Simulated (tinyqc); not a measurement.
Inside a calculation: Wannier exciton and Elliott formula. Values are carried at full precision from step to step, so a last printed digit may differ when a step is redone from the rounded ones.

Constants: Ry = 13.60569312 eV; a0 (Bohr radius) = 0.5291772105 angstrom; hbar^2/2m0 = 3.80998211 eV angstrom^2; kB = 8.617333262e-05 eV/K; e/hbar = 1.519267448e-05 1/(T angstrom^2); muB = 5.788381798e-05 eV/T.

Values chosen for the exercise (near those of GaAs; shifted at random, so the results belong to these values and not to a real crystal): me = 0.066 m0 (electron mass); mh = 0.167 m0 (hole mass); eps = 12.7 (dielectric constant); Eg = 1.507 eV (gap); N = 0.023 x 1e16/cm^3 (density of pairs); T = 20 K (temperature); B = 0.81 T (magnetic field).

## Exciton units

1/mu = 1/me + 1/mh, Ry* = Ry mu/eps^2, a* = a0 eps/mu.

mu = 0.04730 m0
Ry* = 3.990 meV
a* = 142.07 angstrom

## Hydrogen-like series

Binding Ry*/n^2 in three dimensions and Ry*/(n - 1/2)^2 in two; strengths relative to n = 1 go as 1/n^3 and (1/2)^3/(n - 1/2)^3. Lines at Eg less the binding.

Series:
```
n  3D binding (meV)  3D line (eV)  3D strength  2D binding (meV)  2D line (eV)  2D strength
1              3.99        1.5030       1.0000             15.96        1.4910       1.0000
2              1.00        1.5060       0.1250              1.77        1.5052       0.0370
3              0.44        1.5066       0.0370              0.64        1.5064       0.0080
4              0.25        1.5068       0.0156              0.33        1.5067       0.0029
```

## Free pairs and excitons

Saha balance n^2/n_x = K = (mu kB T/(4 pi c))^(3/2) exp(-Ry*/kB T) with n + n_x = N, 1s excitons only, equal spin counts for excitons and free pairs; free share f = 2/(1 + sqrt(1 + 4N/K)); c = hbar^2/2m0, Ry* = Ry mu/eps^2, 1/mu = 1/me + 1/mh, 1/angstrom^3 = 1e24/cm^3.

Give K and f.

K = 0.02194 x 1e16/cm^3
free share = 0.6100

N a*^3 = 0.00066, below the Mott range of about 0.01 to 0.02.

## Diamagnetic shift

For the 1s state dE = (e B)^2 <x^2 + y^2>/(8 mu m0) = c ((e/hbar) B)^2 a*^2/(2 mu), c = hbar^2/2m0; it holds while gamma = muB B/(mu Ry*) is small.

dE = 0.1231 meV
gamma = 0.248

gamma is moderate, so the quadratic form is some per cent too high.

## Checks

- 1s binding from the radial equation by finite differences against Ry*, meV: both 3.99.

Computed by tinyqc, a small Python program: `OMP_NUM_THREADS=1 python tinyqc.py 1280247 1280248 out.jsonl` (the numbers bound the seed that draws the inputs); one thread of a shared host (Intel(R) Xeon(R) Processor @ 2.30GHz), about 0.01 s for the whole set of steps.
